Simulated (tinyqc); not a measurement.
Comparisons within one model: strain-driven crossing of the Gamma and L valleys in a germanium-like crystal alloyed with tin. A value that a table varies takes the place of the one given here.

Biaxial loads: e0 is the in-plane strain e_par and the normal is free. (001): e_perp = -2 (C12/C11) e_par; exx = eyy = e_par, ezz = e_perp, no shear. (111): e_perp = -(2 C11 + 4 C12 - 4 C44)/(C11 + 2 C12 + 4 C44) e_par; exx = eyy = ezz = (2 e_par + e_perp)/3 and exy = eyz = ezx = (e_perp - e_par)/3. (110): e_perp = -(C11 + 3 C12 - 2 C44)/(C11 + C12 + 2 C44) e_par; exx = eyy = (e_par + e_perp)/2, ezz = e_par, exy = (e_perp - e_par)/2, eyz = ezx = 0. Uniaxial loads: a stress along n, scaled so that n.e.n = e0, with exx = s11 sxx + s12 (syy + szz), exy = s44 sxy/2, s11 = (C11 + C12)/((C11 - C12)(C11 + 2 C12)), s12 = -C12/((C11 - C12)(C11 + 2 C12)), s44 = 1/C44.

Edges from the unstrained valence top: Gamma at Eg + ac tr(e); an L valley with unit axis u at EgL + aL tr(e) + XuL (u.e.u - tr(e)/3), u along [111], [1-1-1], [-11-1], [-1-11]; valence edges are the levels of the 6 x 6 matrix of X, Y, Z times spin with -Dso/3 + l exx + m (eyy + ezz) on the diagonal (cyclic), n exy off it, l = av + 2 b, m = av - b, n = sqrt(3) d. Spin-orbit term (Dso/3) L.sigma on X, Y, Z with (L_k)_ij = -i epsilon_kij: <X+|H|Y+> = -i Dso/3, <X+|H|Z-> = Dso/3, <Y+|H|Z-> = -i Dso/3, <Z+|H|X-> = -Dso/3, <Z+|H|Y-> = i Dso/3, <X-|H|Y-> = i Dso/3, and their conjugates; + and - are the spin along z.

With tin the unstrained gaps become E(y) = (1 - y) E + y EgS - CS y (1 - y); all other values are kept.
Constants: kB = 8.617333262e-05 eV/K.

Values chosen for the exercise (near those of Ge, gaps at low temperature; shifted at random, so the results belong to these values and not to a real crystal): Eg = 0.898 eV (gap at Gamma to the s-like level); EgL = 0.753 eV (gap to L); Dso = 0.289 eV (spin-orbit splitting); ac = -8.35 eV (conduction deformation potential); av = 1.23 eV (valence hydrostatic potential); b = -2.53 eV (tetragonal shear potential); d = -5.24 eV (trigonal shear potential); aL = -1.32 eV (hydrostatic potential of the L edge, Xd + Xu/3); XuL = 15.85 eV (uniaxial potential, L); y = 0.087 (tin fraction); EgS = (-0.378, 0.113) eV (Gamma and L gaps of the tin end); CS = (2.02, 0.87) eV (bowing of the Gamma and L gaps); C11 = 130.6 GPa; C12 = 47.9 GPa; C44 = 67.7 GPa; load = uniaxial [100] (kind of strain); mG = 0.0415 m0 (mass at Gamma); mL = 0.569 m0 (density-of-states mass of the four L valleys together); T = 77 K (temperature); e0 = 0.0474 (size of the strain).

## Sweep of a uniaxial [100] strain

The valence splitting is the distance of the top two edges. Share in Gamma = mG^(3/2)/(mG^(3/2) + (mL^(3/2)/4) sum_i exp(-(E_Li - E_Gamma)/kT)).

Results:
```
e0 (%)  direct gap (eV)  indirect gap (eV)  Gamma - L (meV)  valence splitting (meV)  share in Gamma (%)
-1.68             0.631              0.578               53                      124            0.000665
-0.64             0.632              0.613               19                       44               0.109
0.40              0.596              0.611              -15                       24                15.3
1.44              0.516              0.565              -49                       76                96.8
2.48              0.437              0.519              -82                      110                 100
3.52              0.357              0.474             -116                      132                 100
4.56              0.278              0.428             -150                      145                 100
5.60              0.198              0.382             -184                      154                 100
```

Gamma drops below the lowest L valley between e0 = -0.64 and 0.40 %. The direct gap goes from 0.631 to 0.198 eV; of that change -0.110 eV comes from the rise of the valence top through the shear terms and the rest from the volume. The share in Gamma goes from 0.000665 to 100 %. Beyond about 3 % terms of second order in the strain, left out here, matter.

## What each parameter does

Direct gap, Gamma minus the lowest L edge and the valence splitting. Each row changes one parameter from the base and keeps the others.

Results:
```
case              direct gap (eV)  Gamma - L (meV)  valence splitting (meV)
base                       0.2641           -156.1                    146.9
y = 0.10005                0.2260           -176.6                    146.9
C44 = 77.855 GPa           0.2641           -156.1                    146.9
Dso = 0.24565 eV           0.2641           -156.1                    130.8
av = 1.4145 eV             0.2600           -156.1                    146.9
XuL = 13.4725 eV           0.2641           -156.1                    146.9
b = -2.1505 eV             0.2869           -156.1                    138.9
d = -6.026 eV              0.2641           -156.1                    146.9
```

The largest shifts from the base row, up to three for each result and ties (the steps differ in size, so this ranks the rows, not the parameters). direct gap (eV): y -0.0381, b +0.0228, av -0.0041; unchanged at the printed digits by C44, Dso, XuL and d. Gamma - L (meV): y -20.5; unchanged at the printed digits by C44, Dso, av, XuL, b and d. valence splitting (meV): Dso -16.1, b -8.0; unchanged at the printed digits by y, C44, av, XuL and d.

Program tinyqc; command `OMP_NUM_THREADS=1 python tinyqc.py 1050079 1050080 out.jsonl`; about 0.01 s on one thread of a shared Intel(R) Xeon(R) Processor @ 2.30GHz.
